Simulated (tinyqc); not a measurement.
Comparisons within one model: localisation in a chain with random site energies (transfer matrices). A value that a table varies takes the place of the one given here.

Hopping -t; leads with site energy 0, E = -2t cos(ka). psi_(j+1) = ((e_j - E)/t) psi_j - psi_(j-1), a product of matrices M_j = [[(e_j - E)/t, -1], [1, 0]]. For M = M_N ... M_1 the transmission is T = 4 sin^2(ka)/|M21 - M12 + M22 exp(ika) - M11 exp(-ika)|^2. Long samples draw e_j = W (x_j/2147483647 - 1/2) from x_j = 16807 x_(j-1) mod 2147483647, starting at x0. The localisation length xi, in sites, is defined by ln T = -2N/xi on average; weak disorder gives xi = 24 (4t^2 - E^2)/W^2, and the mean free path for backscattering is xi/2.

Numerical xi = N/ln sqrt(psi_(N+1)^2 + psi_N^2) for N = 20000 sites from psi_1 = 1, psi_0 = 0; its statistical error is about xi sqrt(xi/N).

Parameters, chosen for this exercise: t = 1 eV (hopping); E = -0.39 eV (energy); x0 = 5741 (start of the number sequence); W = 0.74 eV (full width of the disorder).

## Localisation length against disorder

The same number sequence scaled by W.

xi (sites):
```
W/t   W (eV)  numerical  error  weak disorder  strong: 1/(ln(W/2t) - 1)
1.0    1.000     89.093  5.946         92.350                         -
1.5    1.500     37.807  1.644         41.044                         -
2.0    2.000     23.222  0.791         23.087                         -
3.0    3.000     10.706  0.248         10.261                         -
4.0    4.000      5.967  0.103          5.772                         -
6.0    6.000      2.847  0.034          2.565                         -
10.0  10.000      1.402  0.012          0.923                     1.641
16.0  16.000      0.884  0.006          0.361                     0.926
```

At W = t the numerical value is 89.1 +/- 5.9 against 92.3, and at 2t 23.22 +/- 0.79 against 23.09. The weak-disorder formula is within 15 % for W/t = 1, 1.5, 2, 3, 4 and 6; at W = 16t it gives 0.36 and the strong-disorder form 0.93, against 0.88. All states of the chain are localised; disorder only sets the length.

## From ballistic to localised

200 samples of each length, cut one after another from the start of the sequence. Typical T = exp(mean ln T). Ohmic: 1/(1 + 2N/xi); localised: exp(-2N/xi), both with the weak-disorder xi.

Transmission:
```
N   mean T  typical T  spread of ln T  ohmic  localised
2    0.977      0.977           0.026  0.977      0.977
5    0.947      0.945           0.059  0.944      0.942
10   0.891      0.886           0.112  0.894      0.888
20   0.806      0.789           0.213  0.808      0.789
40   0.664      0.620           0.408  0.678      0.622
80   0.492      0.396           0.764  0.513      0.387
```

With xi = 168.6 sites, mean and typical T are 0.947 and 0.945 at N = 5, and 0.492 and 0.396 at N = 80, where ln T scatters by 0.8. The slope of ln(typical T) between 40 and 80 sites gives xi = 177.9, uncertain by about 14 % from the scatter of 200 samples. At N = 80 the ohmic law gives 1.3 times the typical value: N is still below xi on all rows.

## What each parameter does

Numerical and weak-disorder xi. Each row changes one parameter from the base and keeps the others.

Results:
```
case          numerical xi (sites)  weak-disorder xi (sites)
base                        152.45                    168.64
t = 1.15 eV                 240.69                    225.18
E = -0.27 eV                161.43                    172.12
W = 0.888 eV                113.30                    117.11
x0 = 5742                   199.94                    168.64
```

The largest shifts from the base row, up to three for each result and ties (the steps differ in size, so this ranks the rows, not the parameters). numerical xi (sites): t +88.24, x0 +47.49, W -39.15. weak-disorder xi (sites): t +56.54, W -51.53, E +3.47; unchanged at the printed digits by x0. A new x0 is another sample of the same disorder; its shift is one draw of the statistical scatter, about xi sqrt(xi/N); the other rows share one sample, so their errors are correlated.

tinyqc: `OMP_NUM_THREADS=1 python tinyqc.py 1451273 1451274 out.jsonl`; about 0.08 s, one thread, shared Intel(R) Xeon(R) Processor @ 2.30GHz.
